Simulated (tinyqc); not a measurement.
Two-band model of a narrow-gap semiconductor with electrons and holes: one step, computed by the program tinyqc.

Two parabolic bands with acoustic scattering (r = -1/2, a = 0), a gap that does not change with T, and fully ionised dopants. Melting is ignored, so values above the melting point are formal, and kappa_L does not change with T. eta_n = (E_F - E_c)/(k_B T), eta_p = -eta_n - E_g/(k_B T).

Task: Each band alone. With x = E/(k_B T), a = alpha k_B T (0 for a parabolic band), G = x (1 + a x), D = 1 + 2 a x and <y> = int y f (1 - f) dx, f = 1/(1 + exp(x - eta)): tau = tau_0 G^r/D; transport function s = G^(3/2 + r)/D^2; n = N_0 <G^(3/2)> with N_0 = (2 m k_B T)^(3/2)/(3 pi^2 hbar^3). Integrals over x = E/(k_B T) use 160 Gauss-Legendre points in u = sqrt(x) from 0 to sqrt(max(eta, 0) + 32). sigma = e mu_0 N_0 <s> with mu_0 = e tau_0/m = mu_300 (T/300 K)^(-p); |S| = (k_B/e)(<x s>/<s> - eta); Lorenz number L = (k_B/e)^2 (<x^2 s>/<s> - (<x s>/<s>)^2); kappa_e = L sigma T; zT = S^2 sigma T/(kappa_L + kappa_e). Hall factor r_H = <x^(3/2)> <x^(1/2)>/<s>^2.

Inputs (values chosen for the exercise, modelled on InSb):

| quantity | value | unit |
|---|---|---|
| electron mass m_n | 0.013 | m_0 |
| hole mass m_p | 0.41 | m_0 |
| electron mobility parameter mu_300,n | 61000 | cm^2/(V s) |
| hole mobility parameter mu_300,p | 710 | cm^2/(V s) |
| temperature exponent p | 1.5 | - |
| temperature T | 430 | K |

Doping: n-type.

eta_n = 1.426093

eta_p = -6.283798

Constants: e = 1.602176634e-19 C; m_0 = 9.1093837015e-31 kg; k_B = 1.380649e-23 J/K; hbar = 1.054571817e-34 J s; k_B = 8.617333262e-05 eV/K.

Give: Partial coefficients.

Result:

Partial coefficients:

| band | sigma (S/cm) | \|S\| (microvolt/K) | L (1e-8 V^2/K^2) | density (1/cm^3) | Hall factor |
|---|---|---|---|---|---|
| electrons | 448.9 | 132.7 | 1.779 | 1.311e+17 | 1.093 |
| holes | 1.051 | 713.9 | 1.486 | 2.108e+16 | 1.178 |

The minority carriers have the larger |S|, since the Fermi level lies farther from their band; they carry 0.23 % of the conductivity.
